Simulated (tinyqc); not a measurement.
Growth with time: grain growth, pinning, strength and diffusional creep of a polycrystal or thin film. Computed by tinyqc, a small Python program. Command: `OMP_NUM_THREADS=1 python tinyqc.py 3022571 3022572 out.jsonl grain walk`. One thread of a shared host (Intel(R) Xeon(R) Processor @ 2.30GHz), about 0.01 s of CPU time with the checks.

One mean grain size d describes the structure.

Inputs (values chosen for the exercise, for a model solid):
```
quantity                                    value       unit
boundary energy gamma                        0.28      J/m^2
mobility prefactor M0                     1.9e-06  m^4/(J s)
activation energy of boundary motion Q_m     1.09         eV
anneal temperature T                          685          K
initial grain size d0                          64         nm
particle volume fraction f                0.00021          -
particle radius r                             5.6         nm
film thickness h                              150         nm
surface energy gamma_s                       0.88      J/m^2
```

Sample: thin film on a substrate.

Constants: k_B = 8.617333262e-05 eV/K.

Method. M = M0 exp(-Q_m/(k_B T)). The driving pressure is 2 gamma/d. Zener pinning pressure 3 f gamma/(2 r) stops growth at d_Z = 4 r/(3 f). Grooves where boundaries meet the surface have the angle theta = arcsin(gamma/(2 gamma_s)) and are taken to stop growth at d_h = h/(2 theta), a few film thicknesses; the limit is 1/d_lim = 1/d_Z + 1/d_h. dd/dt = 2 M gamma (1/d - 1/d_lim) integrates to 2 M gamma t = d_lim (d0 - d) + d_lim^2 ln[(d_lim - d0)/(d_lim - d)]; without pinning d^2 = d0^2 + 4 M gamma t.

limit d_lim = 463.309 nm

mobility M = 1.81657e-14 m^4/(J s)

At T:
```
t (s)  free growth (nm)  pinned growth (nm)  d/d_lim
0.032              68.9               68.22  0.14725
0.11               79.6               77.40  0.16707
0.32              103.0               97.23  0.20987
1.1               162.7              145.25  0.31351
3.2               263.1              216.33  0.46693
11                477.4              329.69  0.71161
32                809.4              422.92  0.91283
110              1497.4              462.39  0.99801
```

What follows from these numbers?

The apparent exponent d ln d/d ln t of the pinned growth is at most about 0.37, below the ideal 1/2, and falls to 0.072 in the last rows: the initial size hides the law early and pinning hides it late.
